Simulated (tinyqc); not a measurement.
Phase space against the mass ratio: three-phonon processes in a diatomic chain: dispersion, energy and momentum conservation, and decay channels of optical phonons. Computed by tinyqc, a small Python program. Command: `OMP_NUM_THREADS=1 python tinyqc.py 3121417 3121418 out.jsonl threeph walk`. One thread of a shared host (Intel(R) Xeon(R) Processor @ 2.30GHz), about 0.05 s of CPU time with the checks.

Cell length a, two atoms, one spring constant. x = q a/pi runs from -1 to 1; A and O are the acoustic and optical branches. Matrix elements are not computed: only conservation laws and occupation factors are followed.

Inputs (values chosen for the exercise, for a model chain): light mass m = 12 u; spring constant k = 11 eV/angstrom^2; temperature T = 800 K.

Constants: nu for 1 eV/(angstrom^2 u) = 15.6333042 THz; h x 1 THz = 4.135667696 meV; k_B = 8.617333262e-05 eV/K.

Method:
- omega^2 = k (1/m + 1/M) -/+ k sqrt((1/m + 1/M)^2 - 4 sin^2(pi x/2)/(m M)); nu = 15.6333042 THz x sqrt(omega^2) for eV/(angstrom^2 u).
- Processes for O(x): decay O -> A + A and O -> O + A with x = x' + x'' (mod 2), and absorption O + A -> O with x + x' = x'' (mod 2). Roots of the energy mismatch in x' are bracketed on 4001 points from -1 to 1 and refined. A process is umklapp (U) if the sum of wave numbers leaves (-1, 1]. Weight = occupation factor/|d mismatch/dx'|, the factor being 1 + n' + n'' for decay and n' - n'' for absorption. Pairs that differ only by exchanging two acoustic products count once, and the trivial root x' = 0 is left out.
- Total weight summed over channels and averaged over x = 0.05, 0.15, ..., 0.95, with m and k fixed; share of those x with an open channel.

Optical phonons:
```
M/m  weight, A + A (1/THz)  weight, with O (1/THz)  share open
1.1                0.16077                       0         1.0
1.5                0.35088                       0         1.0
2.0                0.20410                       0         0.8
2.5                0.11611                       0         0.5
2.9                0.08971                       0         0.2
3.3                0.00000                       0         0.0
3.7                0.00000                       0         0.0
4.2                0.00000                       0         0.0
6.0                0.00000                       0         0.0
```

The A + A channel closes between M/m = 2.9 and 3.3 on this grid: energy conservation alone would allow it up to M/m = 4, where the optical bottom passes twice the acoustic top, but momentum must be conserved too. No channel with a second optical phonon opens at any ratio. A large gap that shuts such channels is one reason why crystals with very unequal masses can conduct heat well.
